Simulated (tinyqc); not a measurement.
Inside a calculation: effective mass of the split-off band from tabulated energies. Values are carried at full precision from step to step, so a last printed digit may differ when a step is redone from the rounded ones.

c = hbar^2/2m0. A uniform scatter of up to 0.1 meV has been added to mimic numerical noise.
Constants: hbar^2/2m0 = 3.80998211 eV angstrom^2.

## Finite differences

Energies along [100], from the band edge downward:
```
k (1/angstrom)  E (meV)
0.00000          0.0000
0.00410          0.6913
0.00820          2.8532
0.01230          6.3521
0.01640         11.4403
0.02050         18.1430
0.02460         26.3937
0.02870         36.5195
0.03280         48.2538
```

reference mass (curvature of the model at k = 0.0001 1/angstrom) = 0.09072 m0

The band is even in k. m = c k^2/E(k) from the points 1, 2, 4 (k = 0 is point 0); Richardson from points 1 and 2: c/m = [16 E(k1) - E(k2)]/(12 k1^2).

m from points 1, 2, 4 (m0): [0.09265, 0.08979, 0.08957]

m by Richardson = 0.09364 m0

Errors against the reference: +2.12, -1.03 and -1.27 % and +3.21 %. The extrapolation does not help: a scatter of 0.1 meV is 14 % of the first energy, and the formula weights that point by 4/3.

## Least squares over all points

Fit E = a k^2 (a = sum k^2 E/sum k^4), then E = a k^2 + b k^4 from the normal equations; E in eV; m = c/a.

sums of k^4, k^6, k^8: [2.4788e-06, 2.1231e-09, 1.9710e-12]

sums of k^2 E, k^4 E: [0.00010983, 9.4484e-08]

a, one term = 44.310 eV angstrom^2

a and b, two terms: [42.01, 2682]

m, one and two terms (m0): [0.08599, 0.09069]

The parabola over all points errs by -5.2 % because the weights k^4 favour the outer points; the second term brings the error to 0.0 %.

## The non-parabolic form

E (1 + alpha E) = c k^2/m means that y = c k^2/E is a straight line in E with intercept m and slope m alpha. Fit the line by unweighted least squares over points 1 to 8, E in eV.

y (m0): [0.09265, 0.08979, 0.09074, 0.08957, 0.08825, 0.08736, 0.08593, 0.08495]

m = 0.09134 m0
alpha = -1.564 1/eV

The intercept errs by +0.69 %. The scatter of the first points, divided by small energies, tilts an unweighted line. For this band the scale of alpha is set by Dso = 0.29 eV as well as by the gap.

## Checks

- Two-term fit by normal equations against a least-squares routine: both 42.0119.

(tinyqc, `OMP_NUM_THREADS=1 python tinyqc.py 1850855 1850856 out.jsonl`, Intel(R) Xeon(R) Processor @ 2.30GHz, 1 thread, shared host, about 0.01 s.)
